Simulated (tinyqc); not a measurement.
Inside a calculation. Model: q-state Potts model on a small periodic square lattice: enumeration, Metropolis, heat-bath and Wolff steps. Computed by tinyqc, a small Python program that keeps every step. Command: `OMP_NUM_THREADS=1 python tinyqc.py 3110864 3110865 out.jsonl potts walk`. One thread of a shared host (Intel(R) Xeon(R) Processor @ 2.30GHz), about 0.03 s of CPU time with the checks. Intermediate numbers are printed to about 7 digits and carried at full precision; extremes and crossings named in words are read from the listed rows.

E = -J x (number of nearest-neighbour bonds with equal states); n x n sites with periodic edges have 2 n^2 bonds. Order parameter m = (q f - 1)/(q - 1), f being the largest share of one state. Sites are numbered row by row from 0. Here q = 3 and n = 3.

Inputs (values chosen for the exercise, for a model of domains or grain orientations): number of states q = 3; edge n = 3; coupling J = 21 meV; temperature T = 342 K; seed = 539755.

Update: Wolff cluster.

Constants: k_B = 8.617333262e-05 eV/K.

## Scales

K = J/(k_B T); the infinite square lattice orders at K_c = ln(1 + sqrt(q)); Wolff bond probability p = 1 - exp(-K).

K = 0.7125581

K_c = 1.005053

T_c of the infinite lattice = 242.4698 K

p = 0.5096119

## Density of states

All q^(n^2) states are counted by their number b of equal bonds; weights g(b) exp(K b), K = J/(k_B T). Per site: u = -J <b>/n^2, c/k_B = K^2 (<b^2> - <b>^2)/n^2.

States by number of equal bonds:
```
b   g(b)   probability
0     12  1.874350e-06
2    540  3.507384e-04
3    936  1.239725e-03
4   3240  8.750940e-03
5   3996  2.200874e-02
6   3348  3.760237e-02
7   3240  7.420530e-02
8   2592  1.210556e-01
9    660  6.285704e-02
10   810  1.573096e-01
11   108  4.277144e-02
12   144  1.162928e-01
14    54  1.813444e-01
18     3  1.742095e-01
```

The most probable level has b = 14 of 18 bonds.

## Exact averages

ln Z = ln sum g(b) exp(K b); entropy per site s/k_B = (ln Z - K <b>)/n^2.

<b> = 11.54236

energy u = -26.93218 meV/site

heat capacity c = 0.8431386 k_B/site

entropy s = 0.8275055 k_B/site

## Order parameter

The same sums with m: <m> and the Binder ratio U = 1 - <m^4>/(3 <m^2>^2).

<m> = 0.6052045

Binder ratio U = 0.4760724

## One Wolff cluster

start states:
$$\begin{pmatrix}
0 & 1 & 1 \\
1 & 2 & 1 \\
0 & 1 & 0
\end{pmatrix}$$

random numbers, used in turn: [0.9130, 0.2606, 0.1144, 0.5422, 0.5202, 0.6038, 0.4268, 0.3281, 0.8435, 0.1588, 0.9849, 0.8339, 0.0801, 0.7514, 0.3137, 0.3311, 0.7616, 0.6983, 0.6611, 0.2831, 0.3454, 0.3975, 0.5311, 0.4746, 0.4419, 0.3994, 0.0931, 0.6727, 0.6562, 0.1042, 0.3522, 0.1479, 0.7997, 0.6611, 0.9316, 0.8383, 0.1363, 0.4176]

Seed site = floor(r n^2); new state = (old + 1 + floor(r (q - 1))) mod q. Sites are taken first in, first out; each neighbour (right, left, below, above) with the seed state and not yet in the cluster joins if the next r < p. The cluster then takes the new state.

Bonds tested:
```
from  to       r  result
8      6  0.1144   joins
6      0  0.5422      no
```

seed site = 8

cluster size = 2

states afterwards:
$$\begin{pmatrix}
0 & 1 & 1 \\
1 & 2 & 1 \\
1 & 1 & 1
\end{pmatrix}$$

## A longer run and its error bar

After 400 updates are discarded, b is recorded for 4000 cluster flips of the update named (random numbers not printed, so these rows are one sample). Records are averaged in blocks; the error is the scatter of block means over sqrt(number of blocks), and the last column its square over that for single records.

Blocking:
```
block length    mean b      error  variance ratio
1             11.48175  0.0621471        1.000000
4             11.48175  0.1010411        2.643354
16            11.48175  0.1357079        4.768364
40            11.48175  0.1488274        5.734885
100           11.48175  0.1267801        4.161605
```

The run gives 11.482 +/- 0.149 (blocks of 40) against the exact 11.542, a difference of 0.4 error bars. Single records understate the error by a factor of about 2.4, because successive records are correlated.

## Across the transition

m and U = 1 - <m^4>/(3 <m^2>^2) from the same sums; K = K_c T_c/T.

Exact values for this lattice:
```
T/T_c  share of equal bonds  c (k_B/site)        <m>          U
0.50              0.9986014      0.047186  0.9989094  0.6664442
0.70              0.9829931      0.322418  0.9854439  0.6630940
0.85              0.9438060      0.752337  0.9476631  0.6516933
0.95              0.8986676      1.051495  0.9008335  0.6352913
1.00              0.8710611      1.162000  0.8711112  0.6237668
1.10              0.8101633      1.256831  0.8034619  0.5942409
1.25              0.7198367      1.122554  0.6990915  0.5385505
1.50              0.6069770      0.699232  0.5635494  0.4443145
2.00              0.4979089      0.265390  0.4296334  0.3313765
3.00              0.4256935      0.079715  0.3438745  0.2697601
```

c is largest, 1.26 k_B, at T/T_c = 1.1: on so small a lattice the transition is a broad bump. At T_c the infinite lattice has a share (1 + 1/sqrt(q))/2 = 0.789 of equal bonds, against 0.871 here. <m> stays at 0.34 at 3 T_c, since the largest share among 9 sites always exceeds 1/q on average.

Checks made by the program: number of states (relative difference below 1e-10).
